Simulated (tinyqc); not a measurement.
Read current of a NAND string, cells in series solved by shooting: one step of the calculation.

Cells in series, numbered from 0 at the source line (0 V) to the bit line, each followed by a gap resistance Rg. A cell with gate Vg, threshold VT, source Vs and drain Vd passes I = 2 nf K Vt^2 [F(Vs) - F(Vd)]/(1 + th max(Vg - VT, 0)), F(V) = ln^2(1 + exp((Vg - VT - nf V)/(2 nf Vt))). The selected cell has Vg = Vr, the others Vg = Vp.

Task. Node voltages for a trial current. For a trial current I start at 0 V and, cell by cell (the selected one is cell 1), solve for the drain: sqrt(F(Vd)) = sqrt(F(Vs) - I/k), k = 2 nf K Vt^2/(1 + th max(Vg - VT, 0)), Vd = [Vg - VT - 2 nf Vt ln(exp(sqrt F) - 1)]/nf, then add I Rg.

Values chosen for this exercise; values of the order met in vertical NAND strings:
```
symbol  value    unit                                 meaning
T         300       K                             temperature
K          18  uA/V^2                   gain factor of a cell
nf        1.4                                    slope factor
th       0.07     1/V               mobility reduction factor
Rg        6.3    kohm     resistance of the gap between cells
Vbl       0.5       V                        bit-line voltage
Vp        7.1       V                            pass voltage
Vr       1.96       V  read voltage on the selected word line
```

Constants: q = 1.602176634e-19 C, kB = 1.380649e-23 J/K, Vt = kB T/q. Results are converted to the units shown.

first trial current = 1.4 uA
thresholds from the source end, cell 0 to 4 (V): -1.8  0.9  4  -1.8  4

Give: node voltage after each cell and gap, trial 1.

Result.

node voltage after each cell and gap, trial 1, cell 0 to 4 (V): 0.02302  0.1182  0.1595  0.1829  0.2253

Computed by the program tinyqc: `OMP_NUM_THREADS=1 python tinyqc.py 2142179 2142180 out.jsonl`, one thread of a shared Intel Xeon 2.30GHz, about 0.9 s for the whole run.
